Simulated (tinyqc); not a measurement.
Doping and voltage from widths and field.

Inverse problem. In the depletion approximation an abrupt p-n junction has a triangular field: peak E = q Nd xn/(eps0 eps_r) = q Na xp/(eps0 eps_r), W = xn + xp, and Vbi - V = E W/2. Find Nd, Na and Vbi - V.

Values chosen for this exercise:
- eps_r = 14.1 (relative permittivity)

Constants: q = 1.602176634e-19 C, eps0 = 8.8541878128e-14 F/cm where lengths are in cm. Results are converted to the units shown.

W = 298.37158 nm
peak field = 129.00274 kV/cm
xn = 11.168989 nm

Solution. Gauss's law on each side gives its doping from the peak field and its width; the voltage is the area of the triangle.

Nd = 9.000e17 cm^-3
Na = 3.500e16 cm^-3
Vbi - V = 1.925 V

Computed by the program tinyqc: `OMP_NUM_THREADS=1 python tinyqc.py 2000108 2000109 out.jsonl`, one thread of a shared Intel Xeon 2.30GHz, about 0.03 s for the whole run.
